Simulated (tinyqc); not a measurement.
# CMOS latch-up, two-transistor model: effect of the temperature

A parasitic pnp (emitter at Vdd, base shunted by Rw) and npn (emitter at ground, base shunted by Rs) feed each other: the npn collector current flows out of the pnp base node, the pnp collector current into the npn base node. Forward-active transistors with constant gains: Icn = Isn exp(Vn/Vt), Icp = Isp (exp(Vp/Vt) - 1). A current Ii is injected into the npn base node.

Isn, Isp and Von are given at 293 K; the currents scale as T^3 exp(-1.12 V/Vt), Von falls by 1.5 mV/K, gains and resistances are fixed. Node equations: Vp/Rw + Icp/bp = Icn and Vn/Rs + Icn/bn = Icp + Ii. Loop gain G = gn gp/[(1/Rw + gp/bp)(1/Rs + gn/bn)], gn = Icn/Vt, gp = (Icp + Isp)/Vt; the off state ends where G = 1, and Ii there is the trigger current. On state with both base-emitter voltages at Von: npn base current Ib = (Von/Rs + bp Von/Rw)/(bn bp - 1), holding current Ih = (bn + 1) Ib + Von/Rs, holding voltage Vh = Vsat + Von + R2 (Ib + Von/Rs).

Parameters, values chosen for the exercise; values close to those of bulk CMOS: current gain of the npn bn = 13.9; current gain of the pnp bp = 4; saturation current of the npn at the reference temperature Isn = 9.9e-16 A; saturation current of the pnp at the reference temperature Isp = 2.8e-16 A; substrate resistance shunting the npn Rs = 250 ohm; well resistance shunting the pnp Rw = 540 ohm; resistance from the pnp collector to the npn base R2 = 190 ohm; base-emitter voltage in the on state Von = 0.76 V; saturation voltage Vsat = 0.2 V; supply voltage Vdd = 3.3 V.

Constants: q = 1.602176634e-19 C, kB = 1.380649e-23 J/K, Vt = kB T/q. Results are converted to the units shown.

Effect of the temperature:
```
T (K),Vn at trigger (V),trigger current (mA),Ih (mA),Vh (V)
233,0.80387,3.3061,6.0461,1.7297
263,0.75313,3.0945,5.7260,1.6488
293,0.70092,2.8769,5.4059,1.5678
323,0.64726,2.6531,5.0858,1.4868
353,0.59213,2.4231,4.7657,1.4058
383,0.53548,2.1864,4.4456,1.3248
413,0.47721,1.9426,4.1255,1.2438
443,0.41719,1.6906,3.8055,1.1628
```

As T goes from 233 to 443 K, the trigger current falls from 3.31 to 1.69 mA, Ih falls from 6.05 to 3.81 mA and Vh falls from 1.73 to 1.16 V. Vh exceeds the supply Vdd = 3.3 V, which then cannot sustain a latched state, in 0 of the 8 rows.

tinyqc, about 0.04 s, one thread, Intel Xeon 2.30GHz (shared host): `OMP_NUM_THREADS=1 python tinyqc.py 2670037 2670038 out.jsonl`
